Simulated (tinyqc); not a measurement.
Inside a calculation. Method: RKS/exchange-only LDA in the sto-6g basis, for H4, spin multiplicity 1. One step of it, computed by the program tinyqc.

Problem. Orthogonalisation. S = U s U^T; canonical form X = U s^(-1/2), so that X^T S X = 1. Each column of U has its largest component positive (the first on a tie).

overlap S, lower triangle:
```
,1H 1s,2H 1s,3H 1s,4H 1s
1H 1s,1.000000
2H 1s,0.354736,1.000000
3H 1s,0.165736,0.087138,1.000000
4H 1s,0.087138,0.165736,0.354736,1.000000
```

Give: eigenvalues of S; X.

Solution.

eigenvalues of S: 0.5667  0.7239  1.1019  1.6076

X:
```
,1,2,3,4
1H 1s,0.6642,0.5877,0.4763,0.3943
2H 1s,-0.6642,-0.5877,0.4763,0.3943
3H 1s,-0.6642,0.5877,-0.4763,0.3943
4H 1s,0.6642,-0.5877,-0.4763,0.3943
```
